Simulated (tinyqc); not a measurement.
Dopants and charged point defects at anneal temperature: Fermi-level effect, clustering and pairing: one step, computed by the program tinyqc. Command: `OMP_NUM_THREADS=1 python tinyqc.py 3000006 3000007 out.jsonl pairing walk`. One thread of a shared host (Intel(R) Xeon(R) Processor @ 2.30GHz), about 0.02 s of CPU time with the checks.

Boltzmann statistics and full ionisation of active dopants. Energies are counted from the valence band; the defect (a vacancy or self-interstitial) has five charge states, with all degeneracy factors one.

Problem. Active and clustered dopant. n = A/2 + sqrt(A^2/4 + n_i^2) for an active density A. k ionised dopants and k carriers form one neutral cluster: C = N_s (A/N_s)^k (n/N_b)^k exp(E_b/k_B T), N_b the effective density of states of the majority band, and N = A + k C (60 bisections in ln A between ln N - 90 and ln N).

Inputs (values chosen for the exercise, with bands modelled on germanium):
```
quantity,value,unit
anneal temperature T,800,K
total dopant density N,1.4e+19,cm^-3
site density N_s,2.7e+22,cm^-3
dopant atoms per cluster k,3,-
cluster binding energy E_b,0.975,eV
```

Dopant: donor. Second part: clustering of the dopant.

E_g = 0.4304783 eV

k_B T = 0.06893867 eV

n_i = 1.428679e+18 cm^-3

E_i = 0.1892471 eV

effective density of states N_b of the majority band = 4.727417e+19 cm^-3

Give: active density A; clusters C; active share.

Solution.

active density A = 1.364e+19 cm^-3

clusters C = 1.199e+17 cm^-3

active share = 0.9743

Nearly all the dopant is active.
